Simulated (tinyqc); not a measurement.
Worked calculation: sp3 tight binding, zinc-blende lattice. One step of it, computed by the program tinyqc.

Task: Levels at k. Diagonalise the Hermitian matrix.

H(k) at k (eV), order a s, a px, a py, a pz, c s, c px, c py, c pz:
$$\begin{pmatrix}
-12.840000 & 0.000000 & 0.000000 & 0.000000 & -0.801388-3.250614i & -1.297189-0.741161i & 1.253235+0.767156i & 1.167883+0.823221i \\
0.000000 & -7.460000 & 0.000000 & 0.000000 & 1.297189+0.741161i & 0.269123+1.091624i & 1.735906+1.223611i & 1.862770+1.140277i \\
0.000000 & 0.000000 & -7.460000 & 0.000000 & -1.253235-0.767156i & 1.735906+1.223611i & 0.269123+1.091624i & -1.928103-1.101639i \\
0.000000 & 0.000000 & 0.000000 & -7.460000 & -1.167883-0.823221i & 1.862770+1.140277i & -1.928103-1.101639i & 0.269123+1.091624i \\
-0.801388+3.250614i & 1.297189-0.741161i & -1.253235+0.767156i & -1.167883+0.823221i & -12.840000 & 0.000000 & 0.000000 & 0.000000 \\
-1.297189+0.741161i & 0.269123-1.091624i & 1.735906-1.223611i & 1.862770-1.140277i & 0.000000 & -7.460000 & 0.000000 & 0.000000 \\
1.253235-0.767156i & 1.735906-1.223611i & 0.269123-1.091624i & -1.928103+1.101639i & 0.000000 & 0.000000 & -7.460000 & 0.000000 \\
1.167883-0.823221i & 1.862770-1.140277i & -1.928103+1.101639i & 0.269123-1.091624i & 0.000000 & 0.000000 & 0.000000 & -7.460000
\end{pmatrix}$$

Give: eigenvalues; weights |c|^2 of the basis functions.

Result:

eigenvalues (eV): [-16.7386, -12.8243, -10.5764, -10.5228, -7.7385, -4.3994, -4.3508, -3.2891]

weights |c|^2 of the basis functions, order a s, a px, a py, a pz, c s, c px, c py, c pz:
$$\begin{pmatrix}
0.4748 & 0.1831 & 0.0006 & 0.0002 & 0.3176 & 0.0001 & 0.0002 & 0.0234 \\
0.0091 & 0.1039 & 0.0473 & 0.2858 & 0.0606 & 0.3073 & 0.0326 & 0.1533 \\
0.0086 & 0.1052 & 0.1261 & 0.2077 & 0.0599 & 0.1782 & 0.1570 & 0.1573 \\
0.0076 & 0.1078 & 0.3259 & 0.0063 & 0.0618 & 0.0145 & 0.3102 & 0.1659 \\
0.4748 & 0.1831 & 0.0006 & 0.0002 & 0.3176 & 0.0001 & 0.0002 & 0.0234 \\
0.0091 & 0.1039 & 0.0473 & 0.2858 & 0.0606 & 0.3073 & 0.0326 & 0.1533 \\
0.0086 & 0.1052 & 0.1261 & 0.2077 & 0.0599 & 0.1782 & 0.1570 & 0.1573 \\
0.0076 & 0.1078 & 0.3259 & 0.0063 & 0.0618 & 0.0145 & 0.3102 & 0.1659
\end{pmatrix}$$
